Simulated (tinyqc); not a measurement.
What each parameter does: hole subbands of a hard-walled well, four-band Luttinger model.

Hole energies are counted downwards from the unstrained band edge, c = hbar^2/2m0. After the usual block transformation one block is H = [[P + Q - Zs, R - i S], [R + i S, P - Q + Zs]] in (heavy, light), with P +/- Q = c [(g1 +/- g2) k^2 + (g1 -/+ 2 g2) kz^2], R = sqrt(3) c gR k^2, S = 2 sqrt(3) c g3 k kz, kz = -i d/dz; axial approximation gR = (g2 + g3)/2. Zs = b (e_par - e_perp) is the shear part of the strain (the hydrostatic part shifts all levels alike and is left out). Basis sqrt(2/L) sin(n pi z/L), n = 1 to N, for each component: kz^2 gives (n pi/L)^2 and the heavy-light block is R delta_nm - 2 sqrt(3) c g3 k D_nm with D_nm = 4 n m/(L (n^2 - m^2)) for n + m odd, 0 otherwise. The other block has the same levels. The split-off band is left out.

Constants: hbar^2/2m0 = 3.80998211 eV angstrom^2.

Values chosen for the exercise (near those of GaAs; shifted at random, so the results belong to these values and not to a real crystal): g1 = 6.98 (Luttinger gamma1); g2 = 2.05 (gamma2); g3 = 2.93 (gamma3); L = 165 angstrom (well width along [001]); Zs = 0 eV (shear strain energy); k = 0.0084 1/angstrom (wave vector in the plane).

N = 20; the three lowest hole energies at the given k and the heavy weight of the lowest.

One parameter was then changed.

Results before and after:

| case | E1 (meV) | E2 (meV) | E3 (meV) | heavy weight |
|---|---|---|---|---|
| base | 5.73 | 11.90 | 22.25 | 0.974 |
| changed | 5.26 | 10.48 | 20.21 | 0.968 |

Which of these changes was made? (a) g3 = 2.7; (b) g1 = 7.54; (c) k = 0.0109 1/angstrom; (d) Zs = 0.01 eV; (e) g2 = 2.25; (f) L = 175 angstrom.

Answer: (f) L = 175 angstrom. Of the candidates, run in turn, only this one gives the changed row.

All candidates:

| case | E1 (meV) | E2 (meV) | E3 (meV) | heavy weight |
|---|---|---|---|---|
| base | 5.73 | 11.90 | 22.25 | 0.974 |
| g1 = 7.54 | 6.68 | 13.77 | 24.60 | 0.976 |
| g2 = 2.25 | 5.25 | 11.03 | 21.47 | 0.976 |
| g3 = 2.7 | 5.83 | 12.35 | 21.93 | 0.978 |
| L = 175 angstrom | 5.26 | 10.48 | 20.21 | 0.968 |
| Zs = 0.01 eV | -4.03 | 6.29 | 25.49 | 0.993 |
| k = 0.0109 1/angstrom | 6.67 | 11.57 | 24.72 | 0.923 |

Program tinyqc; command `OMP_NUM_THREADS=1 python tinyqc.py 1252245 1252246 out.jsonl`; about 0.09 s on one thread of a shared Intel(R) Xeon(R) Processor @ 2.30GHz.
